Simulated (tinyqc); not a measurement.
Arrhenius fit: deep-level transient spectroscopy (DLTS) of one majority-carrier trap. Computed by tinyqc, a small Python program. Command: `OMP_NUM_THREADS=1 python tinyqc.py 3026563 3026564 out.jsonl dlts walk`. One thread of a shared host (Intel(R) Xeon(R) Processor @ 2.30GHz), about 0.05 s of CPU time with the checks.

A filling pulse loads the traps in a one-sided junction; under reverse bias they empty at the rate e, and the capacitance relaxes as C(t) = C_0 - dC exp(-e t). The signal is S = [C(t_2) - C(t_1)]/dC.

Inputs (values chosen for the exercise, for a model semiconductor): density-of-states mass m = 0.0557 m_0; valleys M = 1; trap depth E_t = 0.297 eV; cross-section sigma_0 = 1.5e-15 cm^2; degeneracy ratio g = 1; gate time t_1 = 0.007 s; ratio t_2/t_1 = 4; capture barrier E_b = 0.12 eV.

Carriers: electrons. Extra term: capture barrier.

Constants: k_B = 8.617333262e-05 eV/K; k_B = 1.380649e-23 J/K; m_0 = 9.1093837015e-31 kg; h = 6.62607015e-34 J s.

Method:
- e = g sigma v N_b exp(-E/k_B T), v = sqrt(3 k_B T/m), N_b = 2 M (2 pi m k_B T/h^2)^(3/2), sigma = sigma_0 exp(-E_b/k_B T), E = E_t.
- S(e) = exp(-e t_1) - exp(-e t_2) peaks at the rate window e_0 = ln(t_2/t_1)/(t_2 - t_1).
- t_1 is scaled by 0.1, 0.3, 1, 3, 10 and 30 at fixed t_2/t_1; each T_p by bisection.
- Least squares of ln(e_0/T_p^2) on 1/(k_B T_p): slope -E_a, intercept ln(gamma sigma_a) with gamma = v N_b/T^2 = sqrt(3 k_B/m) 2 M (2 pi m k_B/h^2)^(3/2). For comparison, the slope of ln e_0 alone.

Arrhenius data:
```
t_1 (s)  e_0 (1/s)  T_p (K)  1/(k_B T_p) (1/eV)  ln(e_0/T_p^2)
0.0007     660.140  279.876             41.4630       -4.77624
0.0021     220.047  264.755             43.8312       -5.76377
0.0070      66.014  249.876             46.4410       -6.85207
0.0210      22.005  237.629             48.8346       -7.85017
0.0700       6.601  225.463             51.4697       -8.94903
0.2100       2.200  215.360             53.8844       -9.95595
```

apparent depth E_a = 0.417 eV

intercept = 12.514

gamma = 1.8139e+20 cm^-2 s^-1 K^-2

apparent cross-section = 1.5000e-15 cm^2

slope without T^2 = 0.45915 eV

What does the comparison show, and why?

The apparent depth is 0.4170 eV against E_t = 0.297 eV, and the apparent cross-section is 1.00 times sigma_0: the capture barrier adds to the slope, so the true depth needs a separate measurement of capture. Leaving out the T^2 factor overstates the slope by 42 meV, about 2 k_B T_p.

Extremes, crossings and ranges named in words are read from the listed rows.
